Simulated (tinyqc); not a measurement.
Swing of the coupled dose with resist thickness: standing waves and exposure in a photoresist film.

Normal incidence from air. Unexposed resist: N1 = n1 + i k1 with k1 = (A + B) lam/(4 pi), lam in micrometres. r01 = (1 - N1)/(1 + N1), t01 = 2/(1 + N1). Below the resist lie the layer Na = na + i ka and the substrate Ns = ns + i ks: r12 = (r1a + ras x)/(1 + r1a ras x), x = exp(4 pi i Na da/lam), r1a = (N1 - Na)/(N1 + Na), ras = (Na - Ns)/(Na + Ns). With p = exp(2 pi i N1 d/lam), the field at depth z is E(z) = t01 [exp(2 pi i N1 z/lam) + r12 p^2 exp(-2 pi i N1 z/lam)]/(1 + r01 r12 p^2), the relative intensity I(z) = n1 |E(z)|^2 and the reflectance R = |(r01 + r12 p^2)/(1 + r01 r12 p^2)|^2.

Inputs chosen for the exercise (a resist on Al, indices near tabulated ones; not measured data): lam = 193 nm (vacuum wavelength); n1 = 1.667 (resist index); A = 0.13 1/micrometre (bleachable absorption (Dill A)); B = 0.82 1/micrometre (fixed absorption (Dill B)); d = 211 nm (resist thickness); ns = 0.111 (substrate n); ks = 2.159 (substrate k); na = 1.78 (n of the bottom antireflection layer); ka = 0.332 (its k); da = 65 nm (its thickness).

The mean of I is taken over 800 depths; the relative dose to clear is taken as 1/(mean of I over the lowest period, 60 depths), scaled to 1 in the first row.

Swing:
```
d (nm)       R  mean I  relative dose
211.0   0.1727  0.8201          1.000
220.6   0.1391  0.8386          0.968
230.3   0.0563  0.9139          0.891
239.9   0.0056  0.9672          0.857
249.6   0.0482  0.9291          0.906
259.2   0.1280  0.8462          0.999
268.9   0.1657  0.7980          1.052
278.5   0.1335  0.8173          1.020
288.2   0.0548  0.8866          0.944
297.8   0.0071  0.9332          0.910
307.5   0.0474  0.8966          0.960
317.1   0.1233  0.8207          1.053
326.8   0.1592  0.7776          1.106
```

The period is 57.9 nm, six rows. The relative dose swings between 0.857 and 1.106, a ratio (max - min)/mean of 0.256, against the estimate 4 sqrt(|r01|^2 |r12|^2) exp(-(A + B) d) = 0.185 for the oscillating part alone; the ratio from the table also holds the slow rise from absorption, 10.6 % over two periods, so the two are not strictly comparable. The dose is least sensitive to thickness at an extremum; the lowest dose listed is at 239.9 nm.

tinyqc: `OMP_NUM_THREADS=1 python tinyqc.py 1680608 1680609 out.jsonl`; about 0.01 s, one thread, shared Intel(R) Xeon(R) Processor @ 2.30GHz.
